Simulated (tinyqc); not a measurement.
Inside a calculation. Method: FCI on RHF in the sto-6g basis, for H4, spin multiplicity 1. One step of it, computed by the program tinyqc.

Task: Orthogonalisation. S = U s U^T; symmetric (Loewdin) form X = U s^(-1/2) U^T, so that X^T S X = 1.

overlap S, order 1H 1s, 2H 1s, 3H 1s, 4H 1s:
```
[[1.000000, 0.671512, 0.055492, 0.046452],
 [0.671512, 1.000000, 0.046452, 0.055492],
 [0.055492, 0.046452, 1.000000, 0.671512],
 [0.046452, 0.055492, 0.671512, 1.000000]]
```

Give: eigenvalues of S; X.

Result:

eigenvalues of S: [0.3194, 0.3375, 1.5696, 1.7735]

X, order 1H 1s, 2H 1s, 3H 1s, 4H 1s:
```
[[1.2599, -0.4854, -0.0238, 0.0002],
 [-0.4854, 1.2599, 0.0002, -0.0238],
 [-0.0238, 0.0002, 1.2599, -0.4854],
 [0.0002, -0.0238, -0.4854, 1.2599]]
```
